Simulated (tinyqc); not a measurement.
Band-to-band tunnelling and avalanche in a reverse-biased abrupt junction: one step, computed by the program tinyqc.

Direct Kane tunnelling in the local field (for indirect gaps the mass is an effective fit) and one ionisation coefficient for both carriers. N is the doping of the light side, or N_A N_D/(N_A + N_D) for the symmetric junction; the built-in voltage is taken as E_g/e.

Task: Junction at the given bias. E_g(T) = E_g - (T - 300 K)(-dE_g/dT); b(T) = b [1 + (rise)(T - 300 K)]; w = sqrt(2 eps eps_0 (V_R + E_g/e)/(e N)); F_m = 2 (V_R + E_g/e)/w; the field falls linearly from F_m to 0 on both sides.

Inputs (values chosen for the exercise, modelled on In0.53Ga0.47As):
```
quantity                                    value    unit
band gap at 300 K, E_g                       0.77      eV
gap narrowing with temperature, -dE_g/dT     0.34   meV/K
permittivity eps                             13.9       -
effective doping N                        7.7e+16  1/cm^3
reverse bias V_R                              1.9       V
temperature T                                 400       K
```

Junction: symmetric.

Constants: eps_0 = 8.8541878128e-12 F/m; e = 1.602176634e-19 C.

Give: E_g(T); depletion width w; peak field F_m; shortest tunnelling distance E_g/(e F_m).

Result:

E_g(T) = 0.736 eV

depletion width w = 229.3 nm

peak field F_m = 0.2299 MV/cm

shortest tunnelling distance E_g/(e F_m) = 32.02 nm
